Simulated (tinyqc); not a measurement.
Zigzag graphene nanoribbon in tight binding: one step. Levels and where the middle pair lives. Four cases, with inputs chosen for the exercise.

Problem. Diagonalise H; average the weights of the two middle levels.

Case 1.

H(k) (eV), lower triangle:
```
           A1         B1         A2         B2         A3  B3
A1          0
B1  -3.479313          0
A2          0  -2.970000          0
B2          0          0  -3.479313          0
A3          0          0          0  -2.970000          0
B3          0          0          0          0  -3.479313   0
```

Case 2.

H(k) (eV), lower triangle:
```
           A1         B1         A2         B2         A3         B3         A4         B4         A5         B5
A1          0
B1  -3.090529          0
A2          0  -2.860000          0
B2          0          0  -3.090529          0
A3          0          0          0  -2.860000          0
B3          0          0          0          0  -3.090529          0
A4          0          0          0          0          0  -2.860000          0
B4          0          0          0          0          0          0  -3.090529          0
A5          0          0          0          0          0          0          0  -2.860000          0
B5          0          0          0          0          0          0          0          0  -3.090529          0
A6          0          0          0          0          0          0          0          0          0  -2.860000
B6          0          0          0          0          0          0          0          0          0          0

           A6  B6
A6          0
B6  -3.090529   0
```

Case 3.

H(k) (eV), lower triangle:
```
           A1         B1         A2         B2         A3         B3
A1   0.280000
B1  -1.786004  -0.280000
A2          0  -2.710000   0.280000
B2          0          0  -1.786004  -0.280000
A3          0          0          0  -2.710000   0.280000
B3          0          0          0          0  -1.786004  -0.280000
```

Case 4.

H(k) (eV), lower triangle:
```
           A1         B1         A2         B2         A3         B3         A4         B4         A5         B5
A1          0
B1  -1.075487          0
A2          0  -2.570000          0
B2          0          0  -1.075487          0
A3          0          0          0  -2.570000          0
B3          0          0          0          0  -1.075487          0
A4          0          0          0          0          0  -2.570000          0
B4          0          0          0          0          0          0  -1.075487          0
A5          0          0          0          0          0          0          0  -2.570000          0
B5          0          0          0          0          0          0          0          0  -1.075487          0
A6          0          0          0          0          0          0          0          0          0  -2.570000
B6          0          0          0          0          0          0          0          0          0          0

           A6  B6
A6          0
B6  -1.075487   0
```

Give: levels; weights.

Solution.

Case 1.

levels (eV): -5.8296  -4.1088  -1.7584  1.7584  4.1088  5.8296

weights: A1 0.248, B1 0.063, A2 0.189, B2 0.189, A3 0.063, B3 0.248

The two edge sites hold 49.6 % of the middle pair, against 33.3 % for an even spread.

Case 2.

levels (eV): -5.7789  -5.2743  -4.4670  -3.4064  -2.1633  -0.8685  0.8685  2.1633  3.4064  4.4670  5.2743  5.7789

weights: A1 0.133, B1 0.010, A2 0.132, B2 0.039, A3 0.110, B3 0.076, A4 0.076, B4 0.110, A5 0.039, B5 0.132, A6 0.010, B6 0.133

The two edge sites hold 26.6 % of the middle pair, against 16.7 % for an even spread.

Case 3.

levels (eV): -4.0526  -2.7805  -0.5813  0.5813  2.7805  4.0526

weights: A1 0.345, B1 0.028, A2 0.127, B2 0.127, A3 0.028, B3 0.345

The two edge sites hold 69.1 % of the middle pair, against 33.3 % for an even spread.

Case 4.

levels (eV): -3.5517  -3.2781  -2.8491  -2.3128  -1.7715  -0.0114  0.0114  1.7715  2.3128  2.8491  3.2781  3.5517

weights: A1 0.413, B1 0.000, A2 0.072, B2 0.000, A3 0.013, B3 0.002, A4 0.002, B4 0.013, A5 0.000, B5 0.072, A6 0.000, B6 0.413

The two edge sites hold 82.5 % of the middle pair, against 16.7 % for an even spread.

Computed by tinyqc, one run a case: `OMP_NUM_THREADS=1 python tinyqc.py N N+1 out.jsonl` with N = 1452130, 1452318, 1452411, 1452703; one thread of a shared Intel(R) Xeon(R) Processor @ 2.30GHz, about 0.01 s a run at most.
